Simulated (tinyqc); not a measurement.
What each parameter does: shallow acceptor in the spherical four-band model.

Units Ry* = Ry/(g1 eps^2) and a* = a0 eps g1; mu = (6 g3 + 4 g2)/(5 g1) is the spherical heavy-light coupling and delta = (g3 - g2)/g1 the cubic term, which is left out.

The ground state 1S3/2 has an L = 0 part f(r) and an L = 2 part g(r). In units of Ry* and a*, with Gaussians f_i = exp(-a_i r^2), g_i = r^2 exp(-a_i r^2), A = a_i + a_j and I(n) = Gamma((n + 1)/2)/(2 A^((n + 1)/2)): S_ff = I(2), S_gg = I(6), H_ff = (6 a_i a_j/A) I(2) - 2 I(1), H_gg = (14 a_i a_j/A) I(6) - 2 I(5), H_fg = -mu [15 I(2) - 20 a_j I(4) + 4 a_j^2 I(6)]; each function is then normalised. The split-off band is left out.

Converged values use 22 exponents 2.2^i, i = -7 to 14, for f and for g.
Constants: Ry = 13.60569312 eV; a0 (Bohr radius) = 0.5291772105 angstrom.

Parameters, chosen for this exercise (near those of a shallow acceptor in Si, where the small spin-orbit splitting and strong warping make this model rough; not measured data): g1 = 4.29 (Luttinger gamma1); g2 = 0.34 (gamma2); g3 = 1.45 (gamma3); eps = 11.7 (dielectric constant).

Converged values.

Results for these values:
```
case     mu  Ry* (meV)  binding (meV)  <r> (angstrom)
base  0.469      23.17          29.02            32.9
```

What happens to each result for g1 = 4.63, all else kept?

Answer: mu falls from 0.469 to 0.435; Ry* falls from 23.17 to 21.47; binding falls from 29.02 to 25.95; <r> rises from 32.9 to 36.6.

The same for each parameter in turn:
```
case           mu  Ry* (meV)  binding (meV)  <r> (angstrom)
base        0.469      23.17          29.02            32.9
g1 = 4.63   0.435      21.47          25.95            36.6
g2 = 0.29   0.460      23.17          28.73            33.2
g3 = 1.33   0.435      23.17          28.03            33.9
eps = 12.6  0.469      19.98          25.02            35.4
```

g1 acts twice: it lowers Ry* and it lowers mu.

Computed by tinyqc, a small Python program: `OMP_NUM_THREADS=1 python tinyqc.py 1250813 1250814 out.jsonl` (the numbers bound the seed that draws the inputs); one thread of a shared host (Intel(R) Xeon(R) Processor @ 2.30GHz), about 0.04 s for the whole set of steps.
